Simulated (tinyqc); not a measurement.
ROHF in the 6-31g basis, for H2-, spin multiplicity 2, step by step. The basis has no diffuse functions, so it cannot describe the extra electron: this is an exercise in the method, not the real anion. One step of it, computed by the program tinyqc.

Problem. Iteration 2: diagonalisation and new density. Diagonalise F' = X^T F X, C = X C', fill 2 alpha and 1 beta electrons from the bottom; D(s) = C_occ C_occ^T. Each column has its largest component positive (the first on a tie).

effective F (hartree), lower triangle:
```
           1H 1s      1H 2s      2H 1s     2H 2s
1H 1s   0.479580
1H 2s  -0.191139   0.013610
2H 1s  -0.231409  -0.213851   0.479580
2H 2s  -0.213851  -0.093641  -0.191139  0.013610
```

X, lower triangle:
```
           1H 1s      1H 2s      2H 1s     2H 2s
1H 1s   1.253546
1H 2s  -0.499142   1.635334
2H 1s  -0.028791   0.028499   1.253546
2H 2s   0.028499  -0.638471  -0.499142  1.635334
```

Give: F' = X^T F X; orbital energies; coefficients C; D(alpha) after iteration 2; D(beta) after iteration 2.

Solution.

F' = X^T F X (hartree), lower triangle:
```
         1        2        3       4
1   0.9948
2  -0.6134   0.5267
3  -0.1734  -0.0762   0.9948
4  -0.0762  -0.1712  -0.6134  0.5267
```

orbital energies (hartree): MO1 -0.1395, MO2 0.3467, MO3 1.3164, MO4 1.5195

coefficients C:
```
          MO1      MO2      MO3      MO4
1H 1s  0.2346   0.1840   0.8976  -0.9631
1H 2s  0.3786   1.1415  -0.6814   1.1922
2H 1s  0.2346  -0.1840   0.8976   0.9631
2H 2s  0.3786  -1.1415  -0.6814  -1.1922
```

D(alpha) after iteration 2, lower triangle:
```
         1H 1s    1H 2s   2H 1s   2H 2s
1H 1s   0.0889
1H 2s   0.2988   1.4464
2H 1s   0.0212  -0.1212  0.0889
2H 2s  -0.1212  -1.1597  0.2988  1.4464
```

D(beta) after iteration 2, lower triangle:
```
        1H 1s   1H 2s   2H 1s   2H 2s
1H 1s  0.0550
1H 2s  0.0888  0.1434
2H 1s  0.0550  0.0888  0.0550
2H 2s  0.0888  0.1434  0.0888  0.1434
```
